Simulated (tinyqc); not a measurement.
Energy and lattice constant: complex band structure along [001] in sp3s* tight binding.

For k = (0, 0, kz) the phase sums are g0 = cos(phi) and g3 = i sin(phi), phi = kz a/4, and the s, pz, s* orbitals of anion (a) and cation (c) decouple from px, py. With z = exp(i phi), H(z) = H0 + z T + T^T/z for any complex z. H0 is diagonal (Esa, Epa, Exa, Esc, Epc, Exc). The anion-cation block is B(z) = z U + W/z and the cation-anion block z W^T + U^T/z, where U has Vss/2 (s,s), Vsapc/2 (s,z), -Vscpa/2 (z,s), Vxx/2 (z,z), Vxapc/2 (s*,z), -Vpaxc/2 (z,s*), and W has the same values with the s-z and s*-z signs reversed. |z| = 1 is a band state, |z| < 1 decays along [001] as exp(-kappa d) over a distance d, kappa = -(4/a) ln|z|. No spin-orbit coupling.

Parameters, chosen for this exercise (out of a larger set: near a published set for Si, fitted to gaps, whose masses and valley positions are rough (light masses up to twice too heavy); not measured data): p = (-4.173, 1.715, -4.173, 1.715, 6.761, 6.761, -8.247, 1.703, 4.552, 5.734, 5.734, 5.387, 5.387) eV (order Esa, Epa, Esc, Epc, Exa, Exc, Vss, Vxx, Vxy, Vsapc, Vscpa, Vxapc, Vpaxc); a = 5.433 angstrom (lattice constant); dE = 0.75 eV (E - Ev).

The slowest root of the s-pz block and the heavy-hole branch, sinh^2(kappa a/4) = ((E - Epa)(E - Epc) - Vxx^2)/(Vxx^2 - Vxy^2), at E = Ev + dE with Ev the lower root of [[Epa, Vxx], [Vxx, Epc]]; the couplings are kept when a changes.

Results for these values:
```
case  slowest kappa (1/angstrom)  heavy-hole kappa (1/angstrom)
base                      0.1734                         0.2418
```

What happens to each result for a = 5.596 angstrom, all else kept?

Answer: slowest kappa falls from 0.1734 to 0.1683; heavy-hole kappa falls from 0.2418 to 0.2347.

The same for each parameter in turn:
```
case                slowest kappa (1/angstrom)  heavy-hole kappa (1/angstrom)
base                                    0.1734                         0.2418
dE = 0.72 eV                            0.1704                         0.2384
a = 5.596 angstrom                      0.1683                         0.2347
```

With the couplings fixed, kappa a stays, so kappa scales as 1/a.

Program tinyqc; command `OMP_NUM_THREADS=1 python tinyqc.py 1450324 1450325 out.jsonl`; about 0.01 s on one thread of a shared Intel(R) Xeon(R) Processor @ 2.30GHz.
